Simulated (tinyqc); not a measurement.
Inside a calculation. Method: LCCD on RHF in the 6-31g basis, for H3-, spin multiplicity 1. The basis has no diffuse functions, so it cannot describe the extra electron: this is an exercise in the method, not the real anion. One step of it, computed by the program tinyqc.

Problem. Orthogonalisation. S = U s U^T; symmetric (Loewdin) form X = U s^(-1/2) U^T, so that X^T S X = 1.

overlap S, order 1H 1s, 1H 2s, 2H 1s, 2H 2s, 3H 1s, 3H 2s:
$$\begin{pmatrix}
1.000000 & 0.658292 & 0.269719 & 0.421365 & 0.269719 & 0.421365 \\
0.658292 & 1.000000 & 0.421365 & 0.760523 & 0.421365 & 0.760523 \\
0.269719 & 0.421365 & 1.000000 & 0.658292 & 0.008801 & 0.110901 \\
0.421365 & 0.760523 & 0.658292 & 1.000000 & 0.110901 & 0.334542 \\
0.269719 & 0.421365 & 0.008801 & 0.110901 & 1.000000 & 0.658292 \\
0.421365 & 0.760523 & 0.110901 & 0.334542 & 0.658292 & 1.000000
\end{pmatrix}$$

Give: eigenvalues of S; X.

Solution.

eigenvalues of S: [0.053, 0.257, 0.435, 0.653, 1.399, 3.202]

X, order 1H 1s, 1H 2s, 2H 1s, 2H 2s, 3H 1s, 3H 2s:
$$\begin{pmatrix}
1.283 & -0.620 & -0.059 & 0.090 & -0.059 & 0.090 \\
-0.620 & 2.890 & -0.013 & -1.144 & -0.013 & -1.144 \\
-0.059 & -0.013 & 1.261 & -0.485 & 0.013 & 0.055 \\
0.090 & -1.144 & -0.485 & 1.880 & 0.055 & 0.311 \\
-0.059 & -0.013 & 0.013 & 0.055 & 1.261 & -0.485 \\
0.090 & -1.144 & 0.055 & 0.311 & -0.485 & 1.880
\end{pmatrix}$$
